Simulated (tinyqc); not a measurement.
Free and trapped electrons in a MOS channel with a dense trap tail: two steps of the calculation.

p-type body, charge-sheet picture, full ionisation (an idealisation for deep acceptors), Boltzmann statistics for free electrons. e = Ec - EF at the surface. Acceptor-like traps of density D(E) = D0 + De exp(-E/Ew) at depth E below Ec, from 0 to Eu, hold n_t = integral of D(E)/(1 + exp((e - E)/Vt)). psi = Eg - Vt ln(Nv/Na) - e; N_dep = sqrt(2 eps0 eps_r Na (psi - Vt)/q); n_f = sqrt(N_dep^2 + 2 eps0 eps_r Vt Nc exp(-e/Vt)/q) - N_dep; Vg = Vfb + psi + q (N_dep + n_t + n_f)/Cox, Cox = eps0 eox/tox.

Inputs (values chosen for the exercise); band and dielectric values close to those of 4H silicon carbide: temperature T = 300 K; band gap Eg = 3.28 eV; relative permittivity eps_r = 9.88; conduction-band density of states at T Nc = 1.69e19 cm^-3; valence-band density of states at T Nv = 2.54e19 cm^-3; relative permittivity of the insulator eox = 3.9; insulator thickness tox = 34 nm; acceptor density Na = 8.1e15 cm^-3; flat-band voltage without trapped charge Vfb = -2.1 V; constant background density of acceptor-like traps D0 = 2.4e10 cm^-2 eV^-1; density of the tail at the conduction edge De = 6.6e12 cm^-2 eV^-1; decay energy of the tail Ew = 0.08 eV; depth below Ec down to which the traps reach Eu = 0.57 eV; mobility of free electrons mf = 75 cm^2/(V s); Ec - EF at the surface e = 0.137 eV.

Constants: q = 1.602176634e-19 C, kB = 1.380649e-23 J/K, Vt = kB T/q, eps0 = 8.8541878128e-14 F/cm where lengths are in cm. Results are converted to the units shown.

Question 1. Trapped charge. Trapezoid rule on 14 equal steps from 0 to Eu, f = 1/(1 + exp((e - E)/Vt)).

Find: E; D(E) f; n_t.

Answer 1.

```
point   E (eV)  D(E) f (cm^-2 eV^-1)
0            0              3.292e10
1      0.04071              9.403e10
2      0.08143              2.514e11
3       0.1221              5.250e11
4       0.1629              6.477e11
5       0.2036              5.037e11
6       0.2443              3.302e11
7       0.2850              2.105e11
8       0.3257              1.365e11
9       0.3664              9.165e10
10      0.4071              6.467e10
11      0.4479              4.845e10
12      0.4886              3.870e10
13      0.5293              3.284e10
14      0.5700              2.931e10
```

n_t = 1.224e11 cm^-2

Question 2. Charges and gate voltage. psi, N_dep, n_f and Vg as defined, with the n_t given; free share n_f/(n_f + n_t); apparent mobility mf n_f/(n_f + n_t); gate voltage spent on traps q n_t/Cox.

n_t = 1.2240885e11 cm^-2

Find: psi; N_dep; n_f; Vg; free share; apparent mobility; gate voltage spent on traps.

Answer 2.

psi = 2.9349 V
N_dep = 5.0726e11 cm^-2
n_f = 2.2968e10 cm^-2
Vg = 1.8644 V
free share = 15.799 %
apparent mobility = 11.849 cm^2/(V s)
gate voltage spent on traps = 0.19310 V

Computed by the program tinyqc: `OMP_NUM_THREADS=1 python tinyqc.py 2222098 2222099 out.jsonl`, one thread of a shared Intel Xeon 2.30GHz, about 0.02 s for the whole run.
